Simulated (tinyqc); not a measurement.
Band gaps under pressure and temperature from deformation potentials, step by step. Values are carried at full precision from step to step, so a last printed digit may differ when a step is redone from the rounded ones.

Murnaghan: V/V0 = (1 + Bp P/B0)^(-1/Bp), B0 = (C11 + 2 C12)/3. Each gap moves by a ln(V/V0) with its volume potential a, and falls with temperature by aV T^2/(T + bV) (Varshni); the two effects are added. No change of phase is considered.

Values chosen for the exercise (near those of InP, the X and L potentials typical of such crystals; the results hold for these values, not for the real material):
```
symbol  value                  unit    meaning
C11     99.7                   GPa
C12     55.6                   GPa
Bp      4.17                           pressure derivative of the bulk modulus
P       2.7                    GPa     pressure
Eg      1.396                  eV      gap at Gamma to the s-like level at 0 K, 0 GPa
EgX     2.345                  eV      gap to X at 0 K, 0 GPa
EgL     2.038                  eV      gap to L at 0 K, 0 GPa
aG      -6.68                  eV      volume potential of the Gamma gap
aX      1.27                   eV      volume potential of the X gap
aL      -3.34                  eV      volume potential of the L gap
aV      (0.375, 0.436, 0.351)  meV/K   Varshni alpha of Gamma, X, L
bV      (172, 204, 170)        K       Varshni beta of Gamma, X, L
T       77                     K       temperature
aT      4.7                    1e-6/K  linear thermal expansion near 300 K
```

## Volume under pressure

Give B0, V/V0, ln(V/V0), the change of the lattice constant and the linear estimate -P/B0.

B0 = 70.30 GPa
V/V0 = 0.96500
ln(V/V0) = -0.03562
change of a = -1.180 %
-P/B0 = -0.03841

The stiffening under pressure makes the compression 7.2 % smaller than the linear estimate.

## Gaps at P and T

Give both shifts and the gaps.

pressure shifts (eV): Gamma 0.2380, X -0.0452, L 0.1190

temperature shifts (eV): Gamma -0.0089, X -0.0092, L -0.0084

gaps (eV): Gamma 1.6250, X 2.2906, L 2.1486

The lowest valley is Gamma (direct gap), 524 meV below L; at 0 K and 0 GPa it is Gamma.

## Pressure coefficients

Expand in P: E = E0 + c1 P + c2 P^2 with c1 = -a/B0 and c2 = a Bp/(2 B0^2).

c1 (meV/GPa): Gamma 95.02, X -18.07, L 47.51

c2 (meV/GPa^2): Gamma -2.818, X 0.536, L -1.409

Gamma and L rise under pressure and X falls, as the signs of the volume potentials say.

## Pressures at which the valleys cross

Two gaps meet at ln(V/V0) = -(E_i - E_j)/(a_i - a_j), with the gaps at T and P = 0; then P = (B0/Bp)(exp(-Bp ln(V/V0)) - 1). A dash marks expansion or a compression beyond ln(V/V0) = -0.3.

Crossings:
```
pair     E_i - E_j (eV)  ln(V/V0)  P (GPa)
Gamma-X         -0.9487   -0.1193    10.87
Gamma-L         -0.6425   -0.1924    20.74
L-X             -0.3062   -0.0664     5.38
```

The lowest valley changes at 10.87 GPa (Gamma to X). The real crystal changes phase near 10 GPa, so a crossing above that is not reached.

## How much of dE/dT is thermal expansion

At 300 K: dE/dT = -aV T (T + 2 bV)/(T + bV)^2; expansion alone gives 3 aT a; the rest is electron-phonon coupling.

dE/dT (meV/K): Gamma -0.3252, X -0.3646, L -0.3051

from expansion (meV/K): Gamma -0.0942, X 0.0179, L -0.0471

remainder (meV/K): Gamma -0.2310, X -0.3825, L -0.2580

Expansion supplies 29 % of the slope at Gamma and 15 % at L; at X it works against the fall.

## Checks

- Slope of the Gamma gap at P = 0 by finite differences against c1 (meV/GPa): both 95.021.

Run: tinyqc, `OMP_NUM_THREADS=1 python tinyqc.py 1050564 1050565 out.jsonl`; Intel(R) Xeon(R) Processor @ 2.30GHz, one thread, shared host; about 0.01 s of CPU time with all checks.
